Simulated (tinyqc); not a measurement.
Stress in a transistor channel from embedded alloy regions, liners and fins, by half-space elasticity: one step, computed by the program tinyqc. Command: `OMP_NUM_THREADS=1 python tinyqc.py 3029361 3029362 out.jsonl stressor walk`. One thread of a shared host (Intel(R) Xeon(R) Processor @ 2.30GHz), about 0.01 s of CPU time with the checks.

Plane strain in an isotropic half-space, the same constants everywhere; x along the channel from its centre, y downwards from the free surface; stress is positive in tension.

Question. Stress at the centre of the channel. A line element dA of misfit at (a, c) in the half-space gives, with C = E e/(2 pi (1 - nu)), X = x - a, r1^2 = X^2 + (y - c)^2, r2^2 = X^2 + Y^2, Y = y + c: s_xx = -C dA {[X^2 - (y - c)^2]/r1^4 + 3 [X^2 - Y^2]/r2^4 + 4 y Y (Y^2 - 3 X^2)/r2^6}, s_yy = C dA {[X^2 - (y - c)^2]/r1^4 - [X^2 - Y^2]/r2^4 + 4 y Y (Y^2 - 3 X^2)/r2^6}. These are integrated over two rectangles, L/2 < |a| < L/2 + S, 0 < c < d (closed form in a, 200 Gauss-Legendre points in c).

Inputs (values chosen for the exercise, modelled on silicon):
```
quantity,value,unit
Young's modulus E,158,GPa
Poisson ratio nu,0.26,-
channel length L,70,nm
length of each stressor S,120,nm
recess depth d,30,nm
depth of the field point y,2.2,nm
```

Stressor: Si(1-x)Ge(x) source and drain.

misfit e = 0.015466

stress of a blanket film = -3.3022 GPa

Give: s_xx; s_yy; s_xx over the blanket-film stress.

Answer.

s_xx = -2058 MPa

s_yy = -4.151 MPa

s_xx over the blanket-film stress = 0.6231

The channel is compressed along its length; s_yy is 0.0020 of s_xx in size and vanishes at the surface.
